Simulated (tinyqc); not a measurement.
## Capacitances against the space between lines

Endless row of lines of width wl, height tl and space sl between grounded planes at distance hd; e2 fills the gaps beside the lines, e1 the rest. Laplace's equation is solved on meshes of 3, 6 and 12 steps per unit u and extrapolated (Aitken), which is good to about 0.2 %. C_even (all lines at 1 V) is the capacitance Cg to the planes; C_odd (neighbours in antiphase) = Cg + 4 Cc if only nearest neighbours couple, which defines Cc; total with quiet neighbours Cg + 2 Cc. Plate values 2 eps0 e1 wl/hd and eps0 e2 tl/sl.

Inputs (values chosen for the exercise):
```
symbol,value,unit,meaning
e1,2.7,,relative permittivity above and below the lines
e2,2.4,,relative permittivity between the lines
wl,6,u,"line width, in units u"
tl,8,u,line height
hd,4,u,distance to each plane
```

Constants: eps0 = 8.8541878128e-12 F/m. Results are converted to the units shown.

The same in every row: plate Cg (aF/um) = 71.7.

Result of one run:
```
sl (u),Cg (aF/um),Cc (aF/um),Cg + 2 Cc (aF/um),C_odd (aF/um),plate Cc (aF/um),"share of coupling, 2 Cc/(Cg + 2 Cc) (%)"
6,126,28.3,183,240,28.3,30.9
```

What becomes of these results when the space between lines sl is changed from 6 to 2 u, all else the same?

Result of the changed run:
```
sl (u),Cg (aF/um),Cc (aF/um),Cg + 2 Cc (aF/um),C_odd (aF/um),plate Cc (aF/um),"share of coupling, 2 Cc/(Cg + 2 Cc) (%)"
2,93.6,100,294,495,85.0,68.2
```

The whole series:
```
sl (u),Cg (aF/um),Cc (aF/um),Cg + 2 Cc (aF/um),C_odd (aF/um),plate Cc (aF/um),"share of coupling, 2 Cc/(Cg + 2 Cc) (%)"
2,93.6,100,294,495,85.0,68.2
4,112,47.8,207,303,42.5,46.1
6,126,28.3,183,240,28.3,30.9
8,138,17.9,174,210,21.3,20.6
12,153,7.71,168,184,14.2,9.16
16,161,3.39,167,174,10.6,4.06
24,166,0.665,167,168,7.08,0.796
```

As sl goes from 2 to 24, Cg rises from 93.6 to 166 aF/um, Cc falls from 100 to 0.665 aF/um and the share of coupling falls from 68.2 to 0.796 %. Cg is 1.31 times its plate value in the first row and 2.31 times in the last; for Cc the ratios are 1.18 and 0.0938. Neighbours in antiphase raise the load by a factor of 1.68 and 1.01 over quiet ones.

Numbers from tinyqc (`OMP_NUM_THREADS=1 python tinyqc.py 2790176 2790177 out.jsonl`; about 0.7 s on one thread of a shared Intel Xeon 2.30GHz).
